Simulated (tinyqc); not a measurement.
Do the excited 1s states matter for ionisation? Model: valley-orbit splitting of a donor ground state, with strain. Computed by tinyqc, a small Python program. Command: `OMP_NUM_THREADS=1 python tinyqc.py 3021246 3021247 out.jsonl valleyorbit walk`. One thread of a shared host (Intel(R) Xeon(R) Processor @ 2.30GHz), about 0.01 s of CPU time with the checks.

The basis is the 1s envelope in each valley; energies are counted from the unstrained conduction-band edge. The strain is e_s (a a^T - 1/3) for the unit stress axis a, so valley j along n_j moves by Xi_u e_s w_j with w_j = (n_j.a)^2 - 1/3: +1/3 for [111] and [-1-11], -1/3 for the others.

Inputs (values chosen for the exercise, for a model many-valley semiconductor):
```
quantity                                  value   unit
single-valley binding energy E_0             12    meV
central-cell shift Lambda                  0.91    meV
coupling Delta_1                            1.1    meV
shear deformation potential Xi_u           17.1     eV
donor density N_D                         1e+14  cm^-3
density-of-states mass of one valley m_e  0.215    m_0
```

Valleys: four along <111>. Stress axis: [110].

Constants: k_B = 8.617333262e-05 eV/K; m_0 = 9.1093837015e-31 kg; k_B = 1.380649e-23 J/K; h = 6.62607015e-34 J s.

Method:
- By symmetry: E(A1) = E_0 + Lambda + 3 Delta_1 (one state), E(T2) = E_0 + Lambda - Delta_1 (three), as binding energies.
- H_jj = -(E_0 + Lambda) + Xi_u e_s w_j; H_jk = -Delta_1 between any two valleys.
- z = sum over levels of exp(-(E - E_ground)/k_B T), the ground-state share being 1/z; N_c = 2 (2 pi m_e k_B T/h^2)^(3/2) sum_j exp(-(shift_j - lowest shift)/k_B T); n1 = N_c/(2 z) exp(-binding/k_B T), binding = lowest shift - E_ground; without compensation n = 2 N_D/(1 + sqrt(1 + 4 N_D/n1)) (Boltzmann statistics; p and higher states left out).
- No strain here. The last two columns set z = 1, with the A1 depth, or use one level at E_0 with z equal to the number of valleys.

E(A1) = 16.21 meV

Ionised share:
```
T (K)       z  all 1s states  ground state alone  no splitting
9.4    1.0131     7.4675e-04          7.5163e-04       0.00504
16.0   1.1234     6.3449e-02          6.7117e-02       0.14765
24.0   1.3574     4.3222e-01          4.8131e-01       0.59120
34.0   1.6682     8.4300e-01          8.9413e-01       0.89839
47.0   2.0123     9.6682e-01          9.8296e-01       0.97622
75.0   2.5186     9.9510e-01          9.9804e-01       0.99594
130.0  3.0256     9.9910e-01          9.9970e-01       0.99918
```

What follows from these numbers?

z grows from 1.013 to 3.03 of at most 4. Leaving out the excited states overstates the ionised share by up to 11.4 % (at 24.0 K); ignoring the splitting misses by a factor 6.75 at the lowest T and 1.00 at the highest.

Extremes, crossings and ranges named in words are read from the listed rows.
